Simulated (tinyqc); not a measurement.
Magnetoresistance against angle.

Conductance G = G0 (1 + P1 P2 cos(phi)) at low bias, phi the angle between the magnetisations, normalised to Rp = RA/area at phi = 0.

Inputs (values chosen for the exercise):
```
symbol  value      unit                                   meaning
Dm         24        nm                                  diameter
P1       0.52            spin polarisation of the reference layer
P2        0.7                 spin polarisation of the free layer
RA        4.3  ohm um^2   resistance-area product, parallel state
```

Result of one run:

| R (kohm) | R/Rp - 1 (%) | share of the full TMR (%) |
|---|---|---|
| 20.39 | 114.5 | 100.0 |

Which angle phi gave this result: 0, 20, 110, 135 or 180 degree?

phi = 180 degree.

The whole series:

| phi (degree) | R (kohm) | R/Rp - 1 (%) | share of the full TMR (%) |
|---|---|---|---|
| 0 | 9.505 | 0 | 0 |
| 20 | 9.661 | 1.636 | 1.429 |
| 45 | 10.31 | 8.479 | 7.407 |
| 70 | 11.53 | 21.30 | 18.61 |
| 90 | 12.96 | 36.40 | 31.80 |
| 110 | 14.81 | 55.80 | 48.74 |
| 135 | 17.46 | 83.68 | 73.10 |
| 160 | 19.70 | 107.3 | 93.75 |
| 180 | 20.39 | 114.5 | 100.0 |

R rises from 9.51 to 20.4 kohm, TMR0 = 114 %. It is the conductance that follows cos(phi), so at 90 degrees R has covered only (1 - P1 P2)/2 = 31.8 % of its range.

tinyqc, about 0.01 s, one thread, Intel Xeon 2.30GHz (shared host): `OMP_NUM_THREADS=1 python tinyqc.py 2450151 2450152 out.jsonl`
